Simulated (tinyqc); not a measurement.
Silicon n-p-n transistor, Gummel numbers and transit times: one step of the calculation.

One-dimensional n-p-n transistor in the forward active mode at low injection. In the base p(x) = NB exp(-eta x/wb) and ni(x)^2 = ni^2 exp((g0 + g1 x/wb)/Vt); electrons leave the base at vsat; band spikes at the emitter junction and recombination inside the emitter are ignored.

Task. Gain, Early voltage and collector delay. ni = sqrt(Nc Nv) exp(-Eg/(2 Vt)), Eg in volts; GE = NE exp(-gE/Vt)(we/Dp + 1/Se); JC = J0 exp(VBE/Vt), J0 = q ni^2/GB; gain limited by back injection GE/GB, by base recombination tb/tauB, together 1/beta = the sum of the inverses; collector layer one-sided, Wc = sqrt(2 eps0 eps_r (Vbc + VCB)/(q NC)), Vbc = Vt ln(p(wb) NC/ni^2), Cjc = eps0 eps_r/Wc; Early voltage VA = GB q p(wb)/(f(wb) Cjc [1/Dn - (eta + g1/Vt)/(wb vsat)]), f(wb) = p(wb) exp(-(g0 + g1)/Vt), p(wb) = NB exp(-eta); tauC = Wc/(2 vsat).

Values chosen for this exercise; band and dielectric values close to those of silicon: temperature T = 400 K; band gap Eg = 1.11 eV; relative permittivity eps_r = 11.6; conduction-band density of states at T Nc = 4.28e19 cm^-3; valence-band density of states at T Nv = 4e19 cm^-3; saturation velocity vsat = 1.02e7 cm/s; neutral base width wb = 90 nm; base doping at the emitter edge NB = 2.7e17 cm^-3; doping falls as exp(-eta x/wb) eta = 0; gap reduction at the emitter edge of the base g0 = 0 eV; further gap reduction across the base (linear) g1 = 0 eV; electron diffusion coefficient in the base Dn = 6.5 cm^2/s; emitter doping NE = 5.9e19 cm^-3; gap reduction in the emitter (negative: wider gap) gE = 0.108 eV; neutral emitter width we = 280 nm; hole diffusion coefficient in the emitter Dp = 1.5 cm^2/s; recombination velocity at the emitter contact Se = 1e5 cm/s; electron lifetime in the base tb = 4e-8 s; collector doping NC = 1.1e16 cm^-3; collector-base reverse bias VCB = 0.9 V.

Constants: q = 1.602176634e-19 C, kB = 1.380649e-23 J/K, Vt = kB T/q, eps0 = 8.8541878128e-14 F/cm where lengths are in cm. Results are converted to the units shown.

GB = 4.0031674e11 s/cm^4
tauB = 7.1131222 ps

Give: ni; GE; J0; GE/GB; tb/tauB; beta; Wc; Cjc; VA; tauC.

Result.

ni = 4.208e12 cm^-3
GE = 7.370e13 s/cm^4
J0 = 7.086e-6 A/cm^2
GE/GB = 184.1
tb/tauB = 5623
beta = 178.3
Wc = 425.4 nm
Cjc = 0.2414 fF/um^2
VA = 17.27 V
tauC = 2.085 ps

The gain is limited more by back injection into the emitter. beta VA = 3080 V.

Range of the model: Heavy doping makes emitter or base degenerate; gE and g0 are to be read as apparent gap changes that include this.

tinyqc, about 0.01 s, one thread, Intel Xeon 2.30GHz (shared host): `OMP_NUM_THREADS=1 python tinyqc.py 2320009 2320010 out.jsonl`
